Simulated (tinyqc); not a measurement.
# From one set of inputs to another, one input at a time

Model: Born-Mayer model of an ionic crystal AB. Computed by tinyqc, a small Python program. Command: `OMP_NUM_THREADS=1 python tinyqc.py 3022268 3022269 out.jsonl bornmayer ladder`. One thread of a shared host (Intel(R) Xeon(R) Processor @ 2.30GHz), about 0.03 s of CPU time with the checks.

Energies are per ion pair and r is the nearest distance of unlike ions.

The inputs printed are set A. Inputs not listed in the table keep their values of set A, so the rows need not describe a real material.

Inputs (values chosen for the exercise, for a model salt):

| quantity | value | unit |
|---|---|---|
| ionic charge z | 2 | - |
| unlike repulsion lambda | 1920 | eV |
| range rho | 0.289 | angstrom |
| like repulsion lambda2 | 2040 | eV |
| dispersion C between like ions | 91 | eV angstrom^6 |
| pressure P | 20 | GPa |

Structure: zinc blende. Short range: with like-ion terms.

Constants: e^2/(4 pi eps_0) = 14.39964548 eV angstrom; 1 eV/angstrom^3 = 160.2176634 GPa.

Method:
- Madelung constant M, unlike neighbours z1, like neighbours z2 at f r, volume per pair: rock salt 1.747565, 6, 12, sqrt2, 2 r^3; caesium chloride 1.762675, 8, 6, 2/sqrt3, 8 r^3/(3 sqrt3); zinc blende 1.638055, 4, 12, sqrt(8/3), 16 r^3/(3 sqrt3).
- U(r) = -M z^2 e^2/(4 pi eps_0 r) + z1 lambda exp(-r/rho) + z2 [lambda2 exp(-f r/rho) - C/(f r)^6] (one mean like-ion term for both sublattices).
- Newton steps on g(r) = U'(r), from r = 9 rho: r(new) = r - U'(r)/U''(r), with the move limited to 0.3 angstrom. Where U'' is negative, move 0.3 angstrom downhill. Stop when |U'| is below 1e-9.
- B = U''(r0)/(9 c r0), with the volume written as c r^3.
- With the volume written as c r^3, under pressure take the root at the minimum of the enthalpy and solve U'(r) + 3 c r^2 P = 0; H = U + P V; B = (U'' - 2 U'/r)/(9 c r).

Each row keeps all changes above it:

| input moved | from | to | lattice energy U (eV per pair) | bulk modulus B (GPa) | volume at P (angstrom^3) |
|---|---|---|---|---|---|
| set A | - | - | -40.210 | 171.45 | 23.260 |
| range rho (angstrom) | 0.289 | 0.337 | -33.261 | 82.71 | 38.603 |
| unlike repulsion lambda (eV) | 1920 | 2330 | -32.283 | 74.72 | 42.231 |
| ionic charge z | 2 | 1 | -6.729 | 10.51 | 55.758 |
| dispersion C between like ions (eV angstrom^6) | 91 | 32 | -6.690 | 10.29 | 56.191 |
| like repulsion lambda2 (eV) | 2040 | 826 | -6.694 | 10.26 | 55.843 |

Lattice energy U goes from -40.2 to -6.69, +33.5 in all. The largest single move comes from ionic charge z (+25.6). Bulk modulus B goes from 171 to 10.3, a factor 0.0598 in all. The largest single move comes from ionic charge z (a factor 0.141). Volume at P goes from 23.3 to 55.8, a factor 2.40 in all. The largest single move comes from range rho (a factor 1.66). The single moves hold for this order of the switches; the total does not depend on the order.

Extremes, crossings and ranges named in words are read from the listed rows.
